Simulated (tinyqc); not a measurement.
From one set of inputs to another, one input at a time: self-heating of a transistor with one or more fingers, with temperature-dependent conductivity. Computed by tinyqc, a small Python program. Command: `OMP_NUM_THREADS=1 python tinyqc.py 3030772 3030773 out.jsonl selfheat ladder`. One thread of a shared host (Intel(R) Xeon(R) Processor @ 2.30GHz), about 0.2 s of CPU time with the checks.

N long parallel fingers lie on the top face of a slab whose bottom is held at T_0; the top is otherwise insulated, and heat flows in two dimensions. P in W/mm is 1000 P in W/m.

The inputs printed are set A. Set A is modelled on silicon; the values taken over come from a set modelled on sapphire. Inputs not listed in the table keep their values of set A, so the rows need not describe a real material.

Inputs (values chosen for the exercise, modelled on silicon):
```
quantity                                      value        unit
conductivity at the base temperature kappa_0    145     W/(m K)
exponent m in kappa ~ T^-m                     1.27           -
base temperature T_0                            298           K
power per gate width P                            2        W/mm
fingers N                                         5           -
finger pitch s                                   27  micrometre
width of the heat source w                     0.28  micrometre
substrate thickness t                            61  micrometre
phonon free path Lambda                         180          nm
```

Power: fixed power.

Method:
- A line source of power P on the top face raises the top at distance x by (P/(pi kappa_0)) g(x), g(x) = -ln tanh(pi x/(4 t)) (the image sum for the slab). On a strip of width w the centre sees the mean of g over the strip, g_0 = 1 + ln(8 t/(pi w)) for w much below t.
- theta_i = (P/(pi kappa_0)) [g_0 + sum over j != i of g(|i - j| s)], with equal powers and constant conductivity; thermal resistance = largest theta/P.
- Kirchhoff transformation for kappa = kappa_0 (T/T_0)^-m: T = T_0 [1 - (m - 1) theta/T_0]^(-1/(m - 1)), where theta is the linear rise.
- The bracket vanishes at the power P T_0/((m - 1) theta).
- Near a source smaller than the free path, Fourier's law overstates the flow. Rough estimate: a strip that emits phonons into a half space adds a resistance times area of 4 Lambda/(3 kappa_0), from the ballistic flux C v Delta T/4 with kappa_0 = C v Lambda/3, so Delta T_b = 4 Lambda P/(3 kappa_0 w); Knudsen number Lambda/w.

Each row keeps all changes above it:
```
input moved                                             from    to  thermal resistance (K mm/W)  true rise (K)  ballistic rise Delta T_b (K)
set A                                                      -     -                        23.11         51.161                    1.1823e+01
width of the heat source w (micrometre)                 0.28   1.9                        18.91         41.070                    1.7423e+00
substrate thickness t (micrometre)                        61   330                        36.66         86.395                    1.7423e+00
phonon free path Lambda (nm)                             180    22                        36.66         86.395                    2.1295e-01
power per gate width P (W/mm)                              2  0.36                        36.66         13.576                    3.8330e-02
conductivity at the base temperature kappa_0 (W/(m K))   145  32.4                       164.05         67.322                    1.7154e-01
exponent m in kappa ~ T^-m                              1.27  1.19                       164.05         66.712                    1.7154e-01
finger pitch s (micrometre)                               27    20                       175.79         72.131                    1.7154e-01
```

Which inputs carry the difference?

Thermal resistance goes from 23.1 to 176, a factor 7.61 in all. The largest single move comes from conductivity at the base temperature kappa_0 (a factor 4.48), and width of the heat source w works against it (a factor 0.818). True rise goes from 51.2 to 72.1, a factor 1.41 in all. The largest single move comes from power per gate width P (a factor 0.157), but it runs against the net change; the largest move in the direction of the net change is conductivity at the base temperature kappa_0 (a factor 4.96). Ballistic rise Delta T_b goes from 11.8 to 0.172, a factor 0.0145 in all. The largest single move comes from phonon free path Lambda (a factor 0.122), and conductivity at the base temperature kappa_0 works against it (a factor 4.48). The single moves hold for this order of the switches; the total does not depend on the order.

Caution (rows set A): the source is narrower than two phonon free paths, so the Fourier result understates the rise at the source.

Extremes, crossings and ranges named in words are read from the listed rows.
